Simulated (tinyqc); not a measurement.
MOSFET in the linear regime without short-channel effects, parameter extraction from computed curves: two steps of the calculation.

Inversion charge Q = Cox n Vt W0(exp((Vg - VT)/(n Vt))), W0 the Lambert function and n = nf; u = Q/Cox; mobility mu = mu0/(1 + th1 u + th2 u^2); channel resistance Rch = (L - dL)/(W mu Q); Id = Vd/(Rch + Rsd/W). Cox = eps0 eox/tox. Small Vd, no channel-length or drain effects.

Parameters, values chosen for the exercise; channel values of the order met in silicon transistors:

| symbol | value | unit | meaning |
|---|---|---|---|
| eox | 3.9 |  | relative permittivity of the gate insulator (close to silicon dioxide) |
| tox | 3.1 | nm | insulator thickness |
| mu0 | 130 | cm^2/(V s) | low-field mobility |
| th2 | 0 | 1/V^2 | second mobility attenuation factor |
| VT | 0.68 | V | threshold voltage |
| W | 0.5 | um | gate width |
| L | 0.11 | um | drawn gate length |
| dL | 0.008 | um | drawn less effective length |
| Vd | 0.05 | V | drain voltage |

Constants: eps0 = 8.8541878128e-14 F/cm where lengths are in cm. Results are converted to the units shown.

Question 1. Threshold and mobility at the peak transconductance. gm_i = (Id_(i+1) - Id_(i-1))/(Vg_(i+1) - Vg_(i-1)); at the point j of largest gm the tangent meets the axis at V_ext = Vg_j - Id_j/gm_j; field-effect mobility gm_j L/(W Cox Vd) with the drawn L.

```
point  Vg (V)      Id (uA)
0        0.52  0.014118151
1         0.6   0.12175740
2        0.68   0.70606103
3        0.76    2.0561944
4        0.84    3.7933165
5        0.92    5.5959807
6           1    7.3376535
7        1.08    8.9753945
8        1.16    10.498229
9        1.24    11.907835
10       1.32    13.210874
11        1.4    14.415719
```

Find: gm; j; V_ext; field-effect mobility.

Answer 1.

gm, point 1 to 10 (uS): 4.3246  12.090  19.295  22.124  22.152  21.121  19.754  18.328  16.954  15.674
j = 5
V_ext = 0.66738 V
field-effect mobility = 87.502 cm^2/(V s)

V_ext is 13 mV below the model VT, and the mobility so found is 38 % below mu0 L/(L - dL) = 140 cm^2/(V s), the value for the drawn L; attenuation, series resistance and the slow approach of Q to a straight line all lower the peak gm.

Question 2. The Y function. Y_i = Id_i/sqrt(gm_i). For Id = beta Vd x/(1 + th x), x = Vg - VT, Y = sqrt(beta Vd) x whatever th. Slope s from points 7 and 10; VT_Y = Vg - Y/s at point 10; beta = s^2/Vd; mobility beta L/(W Cox) with the drawn L; th* = (beta Vd x/Id - 1)/x at point 10.

```
point  Vg (V)      Id (uA)
0        0.52  0.014118151
1         0.6   0.12175740
2        0.68   0.70606103
3        0.76    2.0561944
4        0.84    3.7933165
5        0.92    5.5959807
6           1    7.3376535
7        1.08    8.9753945
8        1.16    10.498229
9        1.24    11.907835
10       1.32    13.210874
11        1.4    14.415719
```

gm, point 1 to 10 (uS): 4.3246430  12.090231  19.295347  22.123664  22.152106  21.121336  19.753594  18.327755  16.954036  15.674274

Wanted: Y; s; VT_Y; beta; mobility from Y; th*.

Answer 2.

Y, point 1 to 10 (uA^0.5 V^0.5): 0.05855  0.2031  0.4681  0.8065  1.189  1.597  2.019  2.452  2.892  3.337
s = 5.489 uA^0.5 V^-0.5
VT_Y = 0.7121 V
beta = 602.6 uA/V^2
mobility from Y = 119.0 cm^2/(V s)
th* = 0.6358 1/V

The mobility from Y is 15 % below mu0 L/(L - dL) = 140 cm^2/(V s), which it should reach in deep inversion when th2 = 0.

Program tinyqc, `OMP_NUM_THREADS=1 python tinyqc.py 2210066 2210067 out.jsonl`; Intel Xeon 2.30GHz, shared host, one thread, about 0.01 s.
